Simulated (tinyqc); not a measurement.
# Worked calculation: ballistic Schottky-barrier transistor with a two-dimensional channel, WKB contacts

tinyqc, about 0.3 s, one thread, Intel Xeon 2.30GHz (shared host): `OMP_NUM_THREADS=1 python tinyqc.py 2390044 2390045 out.jsonl` Printed values are rounded.

Source Fermi level 0, drain Fermi level -Vd. Far from the contacts Ec = pn - psi, and the gate moves psi one to one; the band edges relax as exp(-x/lam) from pn at the source and pn - Vd at the drain; Ev = Ec - Eg. A carrier of energy w inside the channel band meets at a contact a barrier of height D (the contact edge beyond the channel edge): T = 1 for w >= D, else exp(-S), S = 4 lam sqrt(m/C) [sqrt(D - w) - sqrt(w) arctan sqrt((D - w)/w)], C = hbar^2/(2 m0). The two contacts combine as Ts Td/(Ts + Td - Ts Td).

Inputs (values chosen for the exercise); channel values close to those of an ultrathin silicon body with silicide contacts:

| symbol | value | unit | meaning |
|---|---|---|---|
| T | 300 | K | temperature |
| Eg | 1.12 | eV | band gap |
| pn | 0.74 | eV | barrier for electrons at both contacts |
| mn | 0.2 | m0 | electron mass |
| mp | 0.26 | m0 | hole mass |
| g | 2 |  | valleys or subbands |
| lam | 4.5 | nm | screening length at the contacts |
| Vd | 0.7 | V | drain bias |
| ps | 0.17 | V | band shift psi of the channel by the gate |
| w0 | 0.36 | eV | energy of one carrier inside the channel band |
| wm | 0.71 | eV | upper end of the grid |
| nE | 13 |  | points of the grid |

Constants: q = 1.602176634e-19 C, kB = 1.380649e-23 J/K, hbar = 1.054571817e-34 J s, h = 6.62607015e-34 J s, m0 = 9.1093837015e-31 kg, Vt = kB T/q, hbar^2/(2 m0) = 0.0380998212 eV nm^2. Results are converted to the units shown.

Range of the model: No scattering, image-force lowering, channel charge or band-to-band tunnelling; parabolic kappa overstates S deep in the gap.

## Band edges and barriers

Electrons: Ds = psi, Dd = psi - Vd, Es = Ec, Ed = Ec + Vd. Holes: Ds = -psi, Dd = Vd - psi, Es = -Ev, Ed = -Ev - Vd. The size of each current is taken; both flow from drain to source and add.

Ec = 0.57 eV
Ev = -0.55 eV
D for electrons (eV): source 0.1700000, drain -0.5300000
D for holes (eV): source -0.1700000, drain 0.5300000

A negative D is no barrier. Here the holes carry the larger current.

## Transmission of one of the holes

S and T at both contacts for w = w0, and the tunnelling distance lam ln(D/w) at the higher barrier.

S at the source = 0
S at the drain = 2.401245
combined T = 0.09060509
tunnelling distance = 1.740478 nm

## Current of the holes on a coarse grid

I/W = g (2 q^2/h) int T(w) [N(Es + w) - N(Ed + w)] dw with w the energy of motion along the channel, N(y) = (1/2 pi) sqrt(pi m kB T/C) Fm(-y/kB T), Fm(x) = (1/sqrt(pi)) int_0^infinity u^(-1/2)/(1 + exp(u - x)) du. Electrons: Ds = psi, Dd = psi - Vd, Es = Ec, Ed = Ec + Vd. Holes: Ds = -psi, Dd = Vd - psi, Es = -Ev, Ed = -Ev - Vd. The size of each current is taken; both flow from drain to source and add. Simpson's rule on nE equally spaced w from 0 to wm.

```
point     w (eV)  Ts            Td             T  size of the supply difference (1/um)
0      0.0000000   1  1.358676e-15  1.358676e-15                              317.4280
1      0.0591667   1   1.252880e-8   1.252880e-8                              240.6095
2      0.1183333   1   2.984253e-6   2.984253e-6                              133.5805
3      0.1775000   1   1.203383e-4   1.203383e-4                              33.08491
4      0.2366667   1   0.001881649   0.001881649                              4.047190
5      0.2958333   1    0.01563000    0.01563000                             0.4194566
6      0.3550000   1    0.08041058    0.08041058                            0.04262932
7      0.4141667   1     0.2772786     0.2772786                           0.004323659
8      0.4733333   1     0.6589486     0.6589486                           4.384351e-4
9      0.5325000   1             1             1                           4.445801e-5
10     0.5916667   1             1             1                           4.508104e-6
11     0.6508333   1             1             1                           4.571278e-7
12     0.7100000   1             1             1                           4.635338e-8
```

current = 0.2157908 uA/um

A converged quadrature gives 0.2156 uA/um; this grid is 0.089 % above that. 0.0910 % of it passes over both barriers, the rest tunnels. The other carrier adds 1.52e-9 uA/um.
